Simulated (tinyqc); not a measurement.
From results back to parameters: Boltzmann transport in a parabolic band with a power-law relaxation time. Five cases, with inputs chosen for the exercise.

Problem. The Seebeck coefficient and the Hall density nH = n/rH are given; md is hidden (a Pisarenko analysis).

F_j(eta) = (1/Gamma(j + 1)) integral_0^infinity x^j dx/(1 + exp(x - eta)), which tends to exp(eta) for eta << 0.

n = N F_1/2(eta) with N = 2 (m kB T/(4 pi c))^(3/2) with c = hbar^2/2m0, in 1/angstrom^3; times 1e24 for 1/cm^3, m = md.

tau = tau0 x^r with x = E/kT. With K_j = Gamma(j + 1) F_j(eta): <tau> = tau0 (r + 3/2) K_(r+1/2)/((3/2) K_(1/2)); mu = <tau>/(mc m0/e), m0/e = 5.685630e-12 kg/C; Hall factor rH = (3/2) K_(1/2) (2r + 3/2) K_(2r+1/2)/((r + 3/2) K_(r+1/2))^2; Seebeck S = -(kB/e) [(r + 5/2) K_(r+3/2)/((r + 3/2) K_(r+1/2)) - eta]; Lorenz number L = (kB/e)^2 [(r + 7/2) K_(r+5/2)/((r + 3/2) K_(r+1/2)) - ((r + 5/2) K_(r+3/2)/((r + 3/2) K_(r+1/2)))^2]; kB/e in V/K. Valley anisotropy is left out of rH.

Constants: hbar^2/2m0 = 3.80998211 eV angstrom^2; kB = 8.617333262e-05 eV/K.

Find: eta; rH; n; md.

Method. S depends on eta alone and |S| falls steadily with it; eta gives rH and so n, and N = n/F_1/2(eta) gives md from N proportional to md^(3/2).

Case 1.

Values chosen (out of a larger set: masses near those of Ge; tau0 is set for a mobility of the usual size at this n, kL is a free input; freeze-out and phonon drag, which matter near 77 K, are left out; not measured data): r = 0.5 (exponent of tau); T = 300 K.

S = -618.067 microvolt/K
nH = 1.4493e+17 1/cm^3

Solution.

eta = -4.17
rH = 1.104
n = 1.6e+17 1/cm^3
md = 0.555 m0

Case 2.

Values chosen (out of a larger set: masses near those of InAs; tau0 is set for a mobility of the usual size at this n, kL is a free input; freeze-out and phonon drag, which matter near 77 K, are left out; not measured data): r = -0.5 (exponent of tau); T = 500 K.

S = -419.281 microvolt/K
nH = 1.1073e+16 1/cm^3

Solution.

eta = -2.84
rH = 1.174
n = 1.3e+16 1/cm^3
md = 0.026 m0

Case 3.

Values chosen (out of a larger set: masses near those of SiC; tau0 is set for a mobility of the usual size at this n, kL is a free input; freeze-out and phonon drag, which matter near 77 K, are left out; not measured data): r = 0 (exponent of tau); T = 300 K.

S = -427.480 microvolt/K
nH = 1.6000e+18 1/cm^3

Solution.

eta = -2.42
rH = 1.000
n = 1.6e+18 1/cm^3
md = 0.819 m0

Case 4.

Values chosen (out of a larger set: masses near those of GaN; tau0 is set for a mobility of the usual size at this n, kL is a free input; freeze-out and phonon drag, which matter near 77 K, are left out; not measured data): r = -0.5 (exponent of tau); T = 200 K.

S = -63.117 microvolt/K
nH = 8.4128e+18 1/cm^3

Solution.

eta = 4.37
rH = 1.034
n = 8.7e+18 1/cm^3
md = 0.196 m0

Case 5.

Values chosen (out of a larger set: masses near those of GaAs; tau0 is set for a mobility of the usual size at this n, kL is a free input; freeze-out and phonon drag, which matter near 77 K, are left out; not measured data): r = 0.5 (exponent of tau); T = 300 K.

S = -296.734 microvolt/K
nH = 2.8545e+17 1/cm^3

Solution.

eta = -0.20
rH = 1.086
n = 3.1e+17 1/cm^3
md = 0.071 m0

Computed by tinyqc, one run a case: `OMP_NUM_THREADS=1 python tinyqc.py N N+1 out.jsonl` with N = 1681837, 1681852, 1681859, 1681881, 1681897; one thread of a shared Intel(R) Xeon(R) Processor @ 2.30GHz, about 0.01 s a run at most.
